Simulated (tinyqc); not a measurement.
MOS capacitor on a p-type substrate, surface potential from the exact charge relation: one step of the calculation.

Uniform p-type substrate, Boltzmann statistics, full ionisation, classical densities. psi is the surface potential against the body (positive when the bands bend down) and u = psi/Vt. Traps are spread evenly over the gap and neutral at flat band, so their charge is -q Dit psi; the minority quasi-Fermi level is shifted by Vb.

Question. Flat band, threshold and scales. ni = sqrt(Nc Nv) exp(-Eg/(2 Vt)), Eg in volts; phiF = Vt ln(N/ni); Cox = eps0 eox/tox; Vfb = phiM - chi - (Eg - Vt ln(Nv/N)) - q Nf/Cox; Q0 = sqrt(2 eps0 eps_r q N Vt); r = (ni/N)^2 exp(-Vb/Vt); VT = Vfb + [(2 phiF + Vb)(1 + q Dit/Cox) + sqrt(2 eps0 eps_r q N (2 phiF + Vb))/Cox].

Parameters, values chosen for the exercise; band and dielectric values those of a made-up semiconductor:

| symbol | value | unit | meaning |
|---|---|---|---|
| T | 325 | K | temperature |
| Eg | 1.07 | eV | band gap |
| eps_r | 9.06 |  | relative permittivity |
| Nc | 3.34e19 | cm^-3 | conduction-band density of states at T |
| Nv | 3.56e19 | cm^-3 | valence-band density of states at T |
| chi | 3.07 | eV | electron affinity |
| N | 2.5e15 | cm^-3 | acceptor density of the substrate |
| eox | 3.9 |  | relative permittivity of the gate insulator (close to silicon dioxide) |
| tox | 5 | nm | insulator thickness |
| phiM | 3.75 | eV | gate work function |
| Nf | 1.1e11 | cm^-2 | fixed charge at the interface, in units of q |
| Dit | 0 | cm^-2 eV^-1 | density of interface traps |
| Vb | 1.6 | V | reverse bias of the inversion layer against the body |

Constants: q = 1.602176634e-19 C, kB = 1.380649e-23 J/K, Vt = kB T/q, eps0 = 8.8541878128e-14 F/cm where lengths are in cm. Results are converted to the units shown.

Find: ni; phiF; Cox; Vfb; Q0; r; VT.

Answer.

ni = 1.743e11 cm^-3
phiF = 0.2680 V
Cox = 0.6906 uF/cm^2
Vfb = -0.1477 V
Q0 = 4.242 nC/cm^2
r = 7.509e-34
VT = 2.042 V

tinyqc, about 0.01 s, one thread, Intel Xeon 2.30GHz (shared host): `OMP_NUM_THREADS=1 python tinyqc.py 2060104 2060105 out.jsonl`
